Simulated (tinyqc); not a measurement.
# Fixed charge and work-function difference from two thicknesses

Inverse problem. With a fixed charge q Nf at the interface, Vfb = phi_ms - q Nf tox/(eps0 eox). Find Nf and phi_ms.

Inputs (values chosen for the exercise):
- eox = 3.9 (relative permittivity of the gate insulator (close to silicon dioxide))

Constants: q = 1.602176634e-19 C, eps0 = 8.8541878128e-14 F/cm where lengths are in cm. Results are converted to the units shown.

Vfb at tox = 8.1 and 25 nm (V): [-0.84688201, -0.91118003]

Answer. Vfb is a straight line in tox: the slope gives Nf and the intercept at zero thickness phi_ms.

Nf = 8.20e10 cm^-2
phi_ms = -0.816 V

Computed by the program tinyqc: `OMP_NUM_THREADS=1 python tinyqc.py 2060016 2060017 out.jsonl`, one thread of a shared Intel Xeon 2.30GHz, about 0.01 s for the whole run.
